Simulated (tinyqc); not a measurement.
Space-charge-limited current through a thin insulating or semi-insulating film with traps. Which input was changed? Computed by tinyqc, a small Python program. Command: `OMP_NUM_THREADS=1 python tinyqc.py 3022323 3022324 out.jsonl sclc which`. One thread of a shared host (Intel(R) Xeon(R) Processor @ 2.30GHz), about 0.05 s of CPU time with the checks.

One ohmic injecting contact at x = 0 (field zero), drift only, non-degenerate free carriers.

Inputs (values chosen for the exercise, modelled on amorphous silicon): permittivity eps = 11.8; band mobility mu = 5.2 cm^2/(V s); effective density of states N_c = 2.2e+20 1/cm^3; trap density N_t = 3.8e+16 1/cm^3; equilibrium Fermi level below the band edge, E_0 = 0.61 eV; thickness d = 250 nm; free density at the anode, in units of N_c = 1.7e-07; temperature T = 250 K; characteristic temperature T_c = 1200 K.

Traps: exponential tail.

Constants: k_B = 8.617333262e-05 eV/K; e = 1.602176634e-19 C; eps_0 = 8.8541878128e-12 F/m.

Method:
- Free density n_0 = N_c exp(-E_0/k_B T) in equilibrium; trapped density n_t(n) = N_t (n/N_c)^(T/T_c) (the low-temperature form).
- theta = n/(n + n_t) at the anode density; trap-filled-limit voltage V_TFL = e (N_t - n_t(n_0)) d^2/(2 eps eps_0).
- J = e mu n F and (eps eps_0/e) dF/dx = n - n_0 + n_t(n) - n_t(n_0) = rho(n). With F = J/(e mu n): d = (eps eps_0 J/(e^2 mu)) I_1 and V = (eps eps_0 J^2/(e^3 mu^2)) I_2, I_k = int_(n_L)^infinity dn/(n^(k+1) rho(n)), n_L the density at the anode; with u = n_L/n, 200 Gauss-Legendre points in t, u = 1 - (1 - t)^2.
- Anode field J/(e mu n_L); Mott-Gurney current (9/8) eps eps_0 mu V^2/d^3; ohmic current e n_0 mu V/d.

Question. One of these inputs alone was changed, within the range given: permittivity eps (5.9 to 23.6); trap density N_t (1.9e+16 to 7.6e+16); thickness d (125 to 500); characteristic temperature T_c (600 to 2400). Which one, and to what value?

Results:
```
run     current density J (A/cm^2)  V_TFL (V)       theta
before                   0.2132343   1.816020  0.02469182
after                    0.2783368   2.370469  0.02469182
```

Answer.

Each candidate set to reproduce current density J, and what it then gives:
```
candidate                               range searched  value needed  V_TFL (V)     theta
permittivity eps                           5.9 to 23.6         9.040     2.3705  0.024692
trap density N_t (1/cm^3)           1.9e+16 to 7.6e+16      5.030e16     2.4038  0.018767
thickness d (nm)                            125 to 500         326.3     3.0942  0.024692
characteristic temperature T_c (K)         600 to 2400          1329     1.8121  0.018121
```

Only permittivity eps fits every result: it went from 11.8 to 9.04. The next best candidate, trap density N_t, misses one result by 24 %.

Caution: V is below 10 k_B T/e, where diffusion from the contact, left out here, dominates.
